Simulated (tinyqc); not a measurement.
# Input admittance of a MOSFET at zero drain bias: distributed channel and distributed gate: what changes with what

Source and drain grounded, strong inversion, w = 2 pi f, Cox = eps0 eox/tox. The channel is an RC line of resistance 1/(mu Cox Vo) per square fed from both ends, so one finger has the intrinsic admittance y = i w Cox L tanh(g)/g per width, g = (1/2) sqrt(i w tau), tau = L^2/(mu Vo). The vertical resistance rv/L is in series with y, the overlaps 2 i w Cov in parallel: y_t = 1/(1/y + rv/L) + 2 i w Cov. The gate strip is a line of Rsh/L per length loaded by y_t, so a finger has Y = y_t Wf tanh(k)/k, k = (Wf/sd) sqrt(y_t Rsh/L); the device has Nf Y.

Parameters, values chosen for the exercise; values of the order met in silicon radio-frequency transistors: relative permittivity of the gate insulator (close to silicon dioxide) eox = 3.9; insulator thickness tox = 7.8 nm; channel length L = 0.29 um; finger width Wf = 8.4 um; number of fingers Nf = 1; channel mobility mu = 130 cm^2/(V s); gate overdrive Vo = 0.73 V; sheet resistance of the gate Rsh = 15 ohm/square; vertical resistivity of the gate stack rv = 0 ohm um^2; number of ends at which a finger is contacted sd = 1; overlap and fringe capacitance on each side Cov = 0.16 fF/um; frequency f = 3.3 GHz.

Constants: eps0 = 8.8541878128e-14 F/cm where lengths are in cm. Results are converted to the units shown.

Each table varies one quantity; the others keep the values above.

## Input impedance against frequency

Low-frequency limits, with c = Cox L and ct = c + 2 Cov: R_strip = Rsh Wf/(3 sd^2 L Nf), R_ch = (c/ct)^2 L/(12 mu Cox Vo Wf Nf), R_vert = (c/ct)^2 rv/(L Wf Nf), C = ct Wf Nf. Z = 1/(Nf Y) = R + 1/(i w C), Q = |Im Z|/R, far-point signal |1/cosh k|.

The same in every row: low-frequency R (ohm) = 188.7.

Results:
```
f (GHz)     w tau      |k|  R (ohm)  C (fF)       Q  signal at the far point
0.03     0.001670  0.03322    188.7   13.47    2087                    1.000
0.09     0.005011  0.05753    188.7   13.47   695.6                    1.000
0.2       0.01114  0.08577    188.7   13.47   313.0                    1.000
2          0.1114   0.2712    188.7   13.47   31.31                   0.9993
5          0.2784   0.4288    188.6   13.46   12.54                   0.9955
10         0.5568   0.6060    188.4   13.42   6.292                   0.9824
40          2.227    1.200    184.7   12.77   1.686                   0.7962
100         5.568    1.809    171.9   10.68  0.8672                   0.4731
```

Estimate the missing row, f = 0.7 GHz.

Computed row:
```
f (GHz)    w tau     |k|  R (ohm)  C (fF)      Q  signal at the far point
0.7      0.03898  0.1605    188.7   13.47  89.43                   0.9999
```

With this row back in the table: R falls from 189 to 172 ohm and C falls from 13.5 to 10.7 fF. Q goes as f^(-1.00) between the first two rows and f^(-0.73) between the last two, where w tau = 5.57 and |k| = 1.81. The low-frequency limits hold both R and C within 5 % up to f = 10 GHz among the rows.

## Effect of the channel length

Same model as above.

Result of one run:
```
L (um)  w tau     |k|  R (ohm)  low-frequency R (ohm)  C (fF)      Q  signal at the far point
3       19.66  0.2225    593.4                  689.5   77.76  1.045                   0.9832
```

What becomes of these results when the channel length L is changed from 3 to 0.11 um, all else the same?

Result of the changed run:
```
L (um)    w tau     |k|  R (ohm)  low-frequency R (ohm)  C (fF)      Q  signal at the far point
0.11    0.02644  0.4012    391.2                  391.3   6.775  18.20                   0.9977
```

The whole series:
```
L (um)     w tau     |k|  R (ohm)  low-frequency R (ohm)  C (fF)      Q  signal at the far point
0.03    0.001966  0.5755     1400                   1401   3.794  9.081                   0.9910
0.058   0.007350  0.4672    726.6                  726.9   4.840  13.71                   0.9960
0.11     0.02644  0.4012    391.2                  391.3   6.775  18.20                   0.9977
0.22      0.1057  0.3593    220.3                  220.3   10.86  20.15                   0.9982
0.42      0.3854  0.3373    172.2                  172.2   18.30  15.31                   0.9974
0.8        1.398  0.3240    211.1                  211.4   32.32  7.068                   0.9936
1.6        5.593  0.2988    366.4                  372.1   59.25  2.221                   0.9825
3          19.66  0.2225    593.4                  689.5   77.76  1.045                   0.9832
```

As L goes from 0.03 to 3, R goes from 1400 through a minimum of 172 (at L = 0.42 among the rows listed) to 593 ohm, C rises from 3.79 to 77.8 fF and Q goes from 9.08 through a maximum of 20.1 (at L = 0.22 among the rows listed) to 1.05. R_strip falls as 1/L while R_ch grows with L, which gives the minimum of R.

Program tinyqc, `OMP_NUM_THREADS=1 python tinyqc.py 2262068 2262069 out.jsonl`; Intel Xeon 2.30GHz, shared host, one thread, about 0.01 s.
